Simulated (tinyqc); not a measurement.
Classical Heisenberg spin chain: exact results, Metropolis, heat-bath and over-relaxation steps, and a Monte Carlo run: one step, computed by the program tinyqc. Command: `OMP_NUM_THREADS=1 python tinyqc.py 3130487 3130488 out.jsonl heismc walk`. One thread of a shared host (Intel(R) Xeon(R) Processor @ 2.30GHz), about 0.2 s of CPU time with the checks.

E = -J sum_i s_i . s_(i+1) for unit vectors s_i on an open chain; K = J/(k_B T).

Question. Four single-spin steps. The given spins are first normalised. Spins 2 and 3 are updated in turn, with h = K (sum of the two neighbours). Heat bath: cos(theta) = 1 + ln(1 - r1 (1 - exp(-2 |h|)))/|h| about n = h/|h|, azimuth 2 pi r2 = phi in the frame a = n x z/|n x z|, b = n x a: s = n cos(theta) + sin(theta)(a cos(phi) + b sin(phi)); r1, r2 are the first two numbers of the row. Steps 2 and 4 are reflections, s -> 2 (s . h) h/|h|^2 - s, which keep the energy and use no random number.

Inputs (values chosen for the exercise, for a model chain of large moments): temperature T = 464 K.

Update: heat bath with over-relaxation.

four neighbouring spins (rows; components x, y, z):
```
         1        2        3
1   0.8685   0.0134   0.4955
2   0.6864   0.3063   0.6596
3   0.1866  -0.8829  -0.4309
4  -0.1202   0.6873   0.7163
```

random numbers, one row a step:
```
        1       2       3
1  0.0987  0.0970  0.1296
2  0.1602  0.5536  0.5717
3  0.3488  0.6976  0.0590
4  0.6556  0.3039  0.7189
```

K = 0.9003505

Give: the table «Steps» with the columns |h|, h . s before, h . s after, move, x, y, z.

Answer.

Steps:
```
spin     |h|  h . s before  h . s after        move         x         y         z
2     1.2323        0.4506       1.1377   heat bath   0.51926  -0.83626  -0.17618
3     0.6193       -0.0241      -0.0241  reflection  -0.23179   0.89976   0.36973
2     1.2694       -0.5271       0.8819   heat bath  -0.11592   0.24034   0.96374
3     1.7410        1.3601       1.3601  reflection   0.04100  -0.15018   0.98781
```
